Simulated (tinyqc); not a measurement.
# Changing the speed of oxidation

Model: dopant redistribution at a moving silicon-oxide interface during parabolic oxidation. Computed by tinyqc, a small Python program. Command: `OMP_NUM_THREADS=1 python tinyqc.py 3016756 3016757 out.jsonl segox sweep`. One thread of a shared host (Intel(R) Xeon(R) Processor @ 2.30GHz), about 0.01 s of CPU time with the checks.

Uniformly doped silicon is oxidised with x_ox = sqrt(B t); the interface advances into the silicon by alpha x_ox, alpha = 0.44. The dopant does not move in the oxide, and at the interface C(silicon) = m C(oxide).

Inputs (values chosen for the exercise, modelled on phosphorus in silicon under dry oxygen): dopant prefactor D0 = 5.13 cm^2/s; dopant activation energy E = 3.69 eV; oxidation activation energy E_B = 1.22 eV; segregation coefficient m = C(silicon)/C(oxide) = 8.7; bulk doping C_B = 2.1e+15 1/cm^3; temperature T = 1200 C; time t = 2 h.

Constants: k_B = 8.617333262e-05 eV/K.

Method:
- D = D0 exp(-E/(k_B T)), converted with 1 cm^2/s = 3.6e11 um^2/h; B = B0 exp(-E_B/(k_B T)); s = alpha sqrt(B/(4 D)), the interface advance over 2 sqrt(D t).
- Temperatures in kelvin are T(C) + 273.15.
- With the dopant diffusivity D and s = alpha x_ox/(2 sqrt(D t)), in the silicon C = C_B + (C_s - C_B) erfc(y/(2 sqrt(D t)))/erfc(s), y from the original surface. Dopant balance at the interface gives C_s/C_B = 1/[1 + (1/(m alpha) - 1) g], g = sqrt(pi) s exp(s^2) erfc(s).
- Consumed silicon held alpha x_ox C_B; the oxide holds x_ox times the dopant concentration in the oxide; the difference is the excess in the silicon; 1 um = 1e-4 cm.

One run for each value:
```
oxidation prefactor B0 (um^2/h)  ratio C_s/C_B        s  excess in the silicon (1/cm^2)
25                                      1.0178  0.01359                      3.9269e+09
58                                      1.0272  0.02070                      5.9614e+09
140                                     1.0423  0.03216                      9.2117e+09
320                                     1.0642  0.04862                      1.3818e+10
750                                     1.0987  0.07444                      2.0890e+10
1700                                    1.1493  0.11207                      3.0868e+10
4100                                    1.2334  0.17404                      4.6431e+10
9600                                    1.3595  0.26631                      6.7594e+10
22000                                   1.5459  0.40315                      9.4601e+10
```

Over the rows, ratio C_s/C_B rises from 1.02 to 1.55 (exponent d ln y / d ln x 0.011 between the first rows and 0.15 between the last); s rises from 0.0136 to 0.403 (exponent d ln y / d ln x about 0.50 throughout); excess in the silicon (1/cm^2) rises from 3.93e9 to 9.46e10 (exponent d ln y / d ln x 0.50 between the first rows and 0.41 between the last). The exponent of s stays at 0.50: s scales as sqrt(B/D). The last row stands at 40 % of the limit m alpha = 3.828.

Caution (rows 25.0, 58.0, 140): in this case the oxide is not much thicker than a typical Deal-Grove length A, so real growth is slower than parabolic. Caution (all rows): parabolic growth needs an oxide much thicker than the Deal-Grove length A, which fails for thin films and low temperatures; oxidation-enhanced or retarded diffusion is ignored.
